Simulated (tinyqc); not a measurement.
Worked calculation: bond unit of a tetrahedral oxide and its oxygen vacancy in tight binding. Values are carried at full precision from step to step, so a last printed digit may differ when a step is redone from the rounded ones.

Two sp3 hybrids h1, h2 at eh = (es + 3 ep)/4 point at one oxygen with orbitals s, px, py, pz; x joins the two cations, z bisects the angle phi, and th = (180 - phi)/2. With u = hbar^2/(m d^2) = 2c/d^2, c = hbar^2/2m0: Vhs = -(1.32 + sqrt3 x 1.42) u/2 and Vhp = (1.42 + sqrt3 x 2.22) u/2. <h|s> = Vhs for both; <h1|px> = Vhp cos(th), <h2|px> = -Vhp cos(th); <h|pz> = Vhp sin(th) for both; py is a lone pair. The unit holds 8 electrons. Coupling between units, which widens the levels into bands, is left out.

Constants: hbar^2/2m0 = 3.80998211 eV angstrom^2.

Inputs chosen for the exercise (near tabulated values for SiO2; shifted at random, so the results belong to these values and not to a real crystal): es = -15 eV (s level of the cation); ep = -7.49 eV (p level of the cation); eos = -34.44 eV (s level of oxygen); eop = -16.85 eV (p level of oxygen); d = 1.61 angstrom (cation-oxygen distance); phi = 144 degrees (bond angle at oxygen); R = 2.72 angstrom (cation-cation distance across the vacancy).

## Level and couplings

Form eh, u, Vhs, Vhp and th.

eh (hybrid level) = -9.3675 eV
u = 2.9397 eV

Vhs, Vhp (eV): -5.5553  7.7390

th = 18.0 degrees

## The matrix

Fill it in.

H (eV):
```
         h1       h2         s        px        py        pz
h1  -9.3675        0   -5.5553    7.3602         0    2.3915
h2        0  -9.3675   -5.5553   -7.3602         0    2.3915
s   -5.5553  -5.5553  -34.4400         0         0         0
px   7.3602  -7.3602         0  -16.8500         0         0
py        0        0         0         0  -16.8500         0
pz   2.3915   2.3915         0         0         0  -16.8500
```

## Levels, weights and charge

Diagonalise; the four lowest levels are filled. The excess of electrons on oxygen is twice the oxygen weight of the filled levels less 6.

levels (eV): -36.7430  -24.1696  -17.7927  -16.8500  -6.1217  -2.0479

weights:
```
    level 1  level 2  level 3  level 4  level 5  level 6
h1    0.039    0.165    0.035    0.000    0.425    0.335
h2    0.039    0.165    0.035    0.000    0.425    0.335
s     0.919    0.000    0.016    0.000    0.065    0.000
px    0.000    0.669    0.000    0.000    0.000    0.331
py    0.000    0.000    0.000    1.000    0.000    0.000
pz    0.002    0.000    0.913    0.000    0.084    0.000
```

highest filled to lowest empty = 10.7283 eV
excess electrons on oxygen = 1.038

The highest filled level is the py orbital of oxygen (100 %) and the lowest empty one is 85 % cation hybrid, even under exchange of the two cations. The spacing is that of an isolated unit and exceeds the gap of the solid.

## The odd block in closed form

The combination (h1 - h2)/sqrt2 couples to px alone, with W2 = sqrt2 Vhp cos(th); W3 = (eh - eop)/2; levels (eh + eop)/2 -/+ sqrt(W2^2 + W3^2); polarity W3/sqrt(W2^2 + W3^2).

W2, W3 (eV): 10.4089  3.7412

levels of the odd block (eV): -24.1696  -2.0479

polarity = 0.3382

## The neutral oxygen vacancy

Without the oxygen the two hybrids face each other at distance R and couple by -V2, V2 = 3.22 x 2c/R^2, c = hbar^2/2m0: a bond at eh - V2 with two electrons and an antibond at eh + V2. Levels are measured from eop, the lone-pair level that stands for the top of the valence band.

Form V2 and the two levels above eop. R is a chosen distance; in real silica the neutral vacancy relaxes to about 2.5 angstrom.

V2 = 3.3164 eV

levels above eop (eV): bond 4.1661, lone hybrid 7.4825, antibond 10.7989

bond-antibond splitting = 6.6329 eV

The filled bond lies 4.17 eV above the lone pairs, so it can trap a hole; the antibond lies above the lowest empty level of the intact unit (10.73 eV). A lone hybrid, as in a dangling bond, sits at 7.48 eV.

## Checks

- Levels of the odd block against the full matrix: they agree to 1e-10 or better.

Run: tinyqc, `OMP_NUM_THREADS=1 python tinyqc.py 1452148 1452149 out.jsonl`; Intel(R) Xeon(R) Processor @ 2.30GHz, one thread, shared host; about 0.01 s of CPU time with all checks.
